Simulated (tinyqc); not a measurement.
Inside a calculation. Model: one level coupled to a phonon between two leads, self-consistent Born approximation.

Numbers from tinyqc (`OMP_NUM_THREADS=1 python tinyqc.py 2720003 2720004 out.jsonl`; about 0.04 s on one thread of a shared Intel Xeon 2.30GHz). Printed values are rounded.

Wide-band leads with mu_L = +V/2 and mu_R = -V/2; phonons in equilibrium, Nq = 1/(exp(w0/kB T) - 1). Scattering links only energies that differ by w0, so a ladder E_k = E1 + k w0 closes on itself; terms that reach past its ends are dropped. Gn and Gp are the electron and hole parts of the spectral function A = Gn + Gp.

Parameters, values chosen for the exercise: temperature of leads and phonons T = 150 K; phonon energy w0 = 80 meV; level ed = -22 meV; coupling to the left lead GL = 8.3 meV; coupling to the right lead GR = 58 meV; electron-phonon matrix element M = 14 meV; bias V = 303 mV; rungs of the ladder shown nr = 7; lowest rung E1 = -238 meV.

Constants: q = 1.602176634e-19 C, kB = 1.380649e-23 J/K, Vt = kB T/q. Results are converted to the units shown.

Range of the model: The self-consistent Born approximation keeps only non-crossing phonon lines and no Hartree shift; it is rough once the coupling nears the phonon energy.

## The ladder and the first Green functions

|G|^2 = 1/[(E - ed)^2 + (GL + GR + Sin + Sout)^2/4], Gn = |G|^2 (GL fL + GR fR + Sin), Gp = |G|^2 (GL (1 - fL) + GR (1 - fR) + Sout), f = 1/(1 + exp((E - mu)/kB T)). On a single ladder the real part of the phonon self-energy, which needs all energies, is left out. At the start Sin = Sout = 0.

E, rung 0 to 6 (meV): [-238, -158, -78, 2, 82, 162, 242]
fL, rung 0 to 6: [1, 1.000000, 1.000000, 0.9999905, 0.9953985, 0.3073971, 9.097845e-4]
fR, rung 0 to 6: [0.9987607, 0.6231318, 0.003380943, 6.960236e-6, 1.428056e-8, 2.929973e-11, 6.011487e-14]
Gn, rung 0 to 6 (1/meV): [0.001386833, 0.002268018, 0.002006198, 0.004955647, 6.934001e-4, 7.299104e-5, 1.066632e-7]
Gp, rung 0 to 6 (1/meV): [1.505217e-6, 0.001115511, 0.01364934, 0.03462827, 0.004871051, 0.001823738, 9.364012e-4]
Nq = 0.002055939

## Iteration 1: scattering functions

Sin(E) = M^2 [(Nq + 1) Gn(E + w0) + Nq Gn(E - w0)], Sout(E) = M^2 [(Nq + 1) Gp(E - w0) + Nq Gp(E + w0)]. Nq = 1/(exp(w0/kB T) - 1).

Sin, rung 0 to 6 (meV): [0.4454455, 0.3945821, 0.9742177, 0.1369943, 0.01633260, 3.003643e-4, 2.941277e-5]
Sout, rung 0 to 6 (meV): [4.495110e-4, 0.005795824, 0.2330437, 2.682734, 6.801831, 0.9570661, 0.3581875]

## Iteration 1: Green functions

|G|^2 = 1/[(E - ed)^2 + (GL + GR + Sin + Sout)^2/4], Gn = |G|^2 (GL fL + GR fR + Sin), Gp = |G|^2 (GL (1 - fL) + GR (1 - fR) + Sout), f = 1/(1 + exp((E - mu)/kB T)). On a single ladder the real part of the phonon self-energy, which needs all energies, is left out.

Gn after iteration 1, rung 0 to 6 (1/meV): [0.001395728, 0.002286602, 0.002215118, 0.004765813, 6.811846e-4, 7.293294e-5, 1.070606e-7]
Gp after iteration 1, rung 0 to 6 (1/meV): [1.514160e-6, 0.001115049, 0.01357492, 0.03427641, 0.005335500, 0.001849426, 9.413024e-4]

## Iteration 2: scattering functions

As before.

Sin, rung 0 to 6 (meV): [0.4490954, 0.4356182, 0.9369411, 0.1346793, 0.01624470, 2.955199e-4, 2.938935e-5]
Sout, rung 0 to 6 (meV): [4.493249e-4, 0.005767590, 0.2328112, 2.668304, 6.732733, 1.048287, 0.3632328]

## Iteration 2: Green functions

As before.

Gn after iteration 2, rung 0 to 6 (1/meV): [0.001395800, 0.002288535, 0.002207053, 0.004766063, 6.813191e-4, 7.292640e-5, 1.070601e-7]
Gp after iteration 2, rung 0 to 6 (1/meV): [1.514152e-6, 0.001114970, 0.01357888, 0.03427946, 0.005330924, 0.001851871, 9.413714e-4]

## Course of the iteration

Repeat until no Sin or Sout changes by more than 1e-9 meV.

Course of the iteration:
```
iteration  largest Sin + Sout (meV)  largest change (meV)
1                          6.818163                  6.80
2                          6.748978                0.0912
3                          6.749577               1.58e-3
4                          6.749558               1.90e-5
5                          6.749558               5.16e-7
6                          6.749558               6.32e-9
7                          6.749558              1.84e-10
```

Converged in 7 iterations; the change shrinks by about 0.018 a step.

## Currents on the rungs

converged Gn, rung 0 to 6 (1/meV): [0.001395808, 0.002288460, 0.002207061, 0.004766001, 6.813178e-4, 7.292647e-5, 1.070600e-7]
converged Gp, rung 0 to 6 (1/meV): [1.514151e-6, 0.001114973, 0.01357888, 0.03427936, 0.005330962, 0.001851847, 9.413779e-4]

Spectral currents into the level: iL = GL [fL Gp - (1 - fL) Gn], iR = GR [fR Gp - (1 - fR) Gn].

iL, rung 0 to 6: [0.0000126, 0.0092543, 0.1127047, 0.2845156, 0.0440174, 0.0043056, 0.0000062]
iR, rung 0 to 6: [-0.0000126, -0.0097250, -0.1249140, -0.2764123, -0.0395164, -0.0042297, -0.0000062]
iL + iR, rung 0 to 6: [-0.00000005, -0.00047074, -0.01220932, 0.00810333, 0.00450093, 0.00007584, 0.00000001]
sum of iL = 0.4548163

On a single rung iL + iR need not vanish (largest 0.012), since phonons move electrons between rungs; summed over the ladder it does.
